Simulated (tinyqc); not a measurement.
# Ballistic Schottky-barrier transistor with a two-dimensional channel, WKB contacts: what changes with what

Source Fermi level 0, drain Fermi level -Vd. Far from the contacts Ec = pn - psi, and the gate moves psi one to one; the band edges relax as exp(-x/lam) from pn at the source and pn - Vd at the drain; Ev = Ec - Eg. A carrier of energy w inside the channel band meets at a contact a barrier of height D (the contact edge beyond the channel edge): T = 1 for w >= D, else exp(-S), S = 4 lam sqrt(m/C) [sqrt(D - w) - sqrt(w) arctan sqrt((D - w)/w)], C = hbar^2/(2 m0). The two contacts combine as Ts Td/(Ts + Td - Ts Td).

Parameters, values chosen for the exercise; channel values close to those of a molybdenum disulphide layer:

| symbol | value | unit | meaning |
|---|---|---|---|
| T | 300 | K | temperature |
| Eg | 1.7 | eV | band gap |
| pn | 0.18 | eV | barrier for electrons at both contacts |
| mn | 0.48 | m0 | electron mass |
| mp | 0.6 | m0 | hole mass |
| g | 2 |  | valleys or subbands |
| lam | 4.3 | nm | screening length at the contacts |
| Vd | 0.1 | V | drain bias |
| ps | 0.15 | V | band shift psi of the channel by the gate |

Constants: q = 1.602176634e-19 C, kB = 1.380649e-23 J/K, hbar = 1.054571817e-34 J s, h = 6.62607015e-34 J s, m0 = 9.1093837015e-31 kg, Vt = kB T/q, hbar^2/(2 m0) = 0.0380998212 eV nm^2. Results are converted to the units shown.

Each table varies one quantity; the others keep the values above.

## Ambipolar transfer curve

I/W = g (2 q^2/h) int T(w) [N(Es + w) - N(Ed + w)] dw with w the energy of motion along the channel, N(y) = (1/2 pi) sqrt(pi m kB T/C) Fm(-y/kB T), Fm(x) = (1/sqrt(pi)) int_0^infinity u^(-1/2)/(1 + exp(u - x)) du. Electrons: Ds = psi, Dd = psi - Vd, Es = Ec, Ed = Ec + Vd. Holes: Ds = -psi, Dd = Vd - psi, Es = -Ev, Ed = -Ev - Vd. The size of each current is taken; both flow from drain to source and add. The integrals are converged. Swing = d(psi)/d(log10 I).

Ambipolar transfer curve:
```
ps (V)  electrons (uA/um)  holes (uA/um)  I (uA/um)  swing (mV/decade)
-1.27           2.763e-22      5.405e-16  5.405e-16             -137.1
-1.13           6.213e-20      5.402e-17  5.408e-17             -143.6
-0.98           2.057e-17      5.140e-18  2.571e-17              82.54
-0.84           4.625e-15      6.452e-19  4.626e-15              59.54
-0.69           1.531e-12      8.078e-20  1.531e-12              59.53
-0.54           5.069e-10      1.201e-20  5.069e-10              59.53
-0.4             1.140e-7      2.409e-21   1.140e-7              59.53
-0.25            3.773e-5      5.182e-22   3.773e-5              59.53
-0.11            0.008483      1.437e-22   0.008483              59.53
0.04                1.000      4.002e-23      1.000              226.9
0.18                3.695      9.332e-25      3.695              247.5
0.33                14.85      2.819e-27      14.85              260.1
```

I goes from 5.41e-16 through a minimum of 2.57e-17 (at ps = -0.98 V among the rows listed) to 14.8 uA/um; the exact minimum lies at psi = -1.02 V. Holes carry the left branch and electrons the right. The ratio of the last row to the smallest is 5.78e17 and of the first row 21.0, with barriers of 0.18 eV for electrons and 1.52 eV for holes. The steepest swing among the rows is 59.5 mV/decade, against the thermionic limit 59.5.

## Effect of the screening length

Same model as above.

Effect of the screening length:
```
lam (nm)  current of the electrons (uA/um)  share over the barriers (%)  |d psi/d log10| of this current (mV/decade)
0.5                                  51.11                        1.169                                        85.36
1.6                                  10.95                        5.455                                        123.8
2.6                                  5.277                        11.32                                        168.1
3.7                                  3.325                        17.97                                        220.8
4.8                                  2.491                        23.99                                        274.1
5.9                                  2.045                        29.22                                        326.5
6.9                                  1.792                        33.34                                        373.2
8                                    1.602                        37.29                                        423.2
```

What does the table show?

The current falls from 51.1 to 1.60 uA/um, while the share over the barriers rises from 1.17 to 37.3 %: the thermionic part does not depend on lam, and a thinner barrier adds tunnelling. The swing rises from 85.4 to 423 mV/decade.

Range of the model: No scattering, image-force lowering, channel charge or band-to-band tunnelling; parabolic kappa overstates S deep in the gap.

Program tinyqc, `OMP_NUM_THREADS=1 python tinyqc.py 2390032 2390033 out.jsonl`; Intel Xeon 2.30GHz, shared host, one thread, about 0.2 s.
